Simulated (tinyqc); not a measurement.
Thermal stress and diffusional relaxation in a metal film: Coble and Nabarro-Herring creep, cooling and holds. From stress at 25 C back to grain size d. Computed by tinyqc, a small Python program. Command: `OMP_NUM_THREADS=1 python tinyqc.py 3012971 3012972 out.jsonl creep inv`. One thread of a shared host (Intel(R) Xeon(R) Processor @ 2.30GHz), about 0.3 s of CPU time with the checks.

A thin film on a rigid substrate is stress-free at T0. Tension is positive and the film creeps linearly: d sigma/dt = -M (mismatch) dT/dt - sigma/tau.

Inputs (values chosen for the exercise, modelled on aluminium films on silicon):

| quantity | value | unit |
|---|---|---|
| biaxial modulus M | 113 | GPa |
| expansion mismatch | 20 | 1e-6/K |
| atomic volume Omega | 16.6 | angstrom^3 |
| lattice prefactor D0 | 0.00015 | m^2/s |
| lattice energy E | 1.47 | eV |
| boundary prefactor (delta D_b)0 | 4.9e-14 | m^3/s |
| boundary energy E_b | 0.877 | eV |
| stress-free temperature T0 | 350 | C |
| hold temperature T | 200 | C |
| cooling rate | 5 | C/min |

Constants: k_B = 1.380649e-23 J/K; k_B = 8.617333262e-05 eV/K.

Method:
- Thermoelastic slope = M x mismatch; sigma_0 = slope x (T0 - T).
- Creep rate per stress: Nabarro-Herring 14 D Omega/(k_B T d^2), Coble (14 pi) delta D_b Omega/(k_B T d^3), with D = D0 exp(-E/(k_B T)), delta D_b = (delta D_b)0 exp(-E_b/(k_B T)); 1/tau = M x (sum of both)/2 (biaxial strain rate is half the uniaxial one).
- Temperatures in kelvin are T(C) + 273.15.
- Cooling from T0 at the constant rate: d sigma/dT = -slope + sigma/(tau(T) x rate), integrated to 25 C (stiff solver, tolerance 1e-9).
- Effective stress-free temperature T_eff = 25 C + sigma/slope.

Question. A run gave the result below. Find the grain size d, known to lie between 0.51 and 1.3 um.

stress at 25 C = 228.2315 MPa

Answer.

Each step takes the trial c = (a f_b - b f_a)/(f_b - f_a), f being the result less the target and a, b, c the logarithms of the listed values; c replaces end b, the old b replaces a if the sign of f changed, and otherwise f_a is halved.

Scan of the range:

| grain size d (um) | stress at 25 C (MPa) |
|---|---|
| 0.510 | 165.950 |
| 0.596 | 180.012 |
| 0.697 | 194.625 |
| 0.814 | 209.614 |
| 0.952 | 225.273 |
| 1.110 | 241.169 |
| 1.300 | 258.117 |

False position (Illinois rule, in the logarithm of the input) inside the bracket:

| step | end a | end b | trial | stress at 25 C (MPa) |
|---|---|---|---|---|
| 1 | 0.95200 | 1.11000 | 0.979602 | 228.190 |
| 2 | 1.11000 | 0.97960 | 0.979994 | 228.231 |
| 3 | 1.11000 | 0.97999 | 0.980005 | 228.232 |
| 4 | 0.97999 | 0.98001 | 0.980000 | 228.232 |
| 5 | 0.97999 | 0.98000 | 0.980000 | 228.231 |

Stress at 25 C rises at every point of a 13-point scan of the range (every second point is shown), so one value fits; it is bracketed by 0.952 and 1.11. Answer: grain size d = 0.9800 um.

Caution: bulk creep laws overstate relaxation in a bonded film, and dislocation glide would cap stresses above the yield stress.
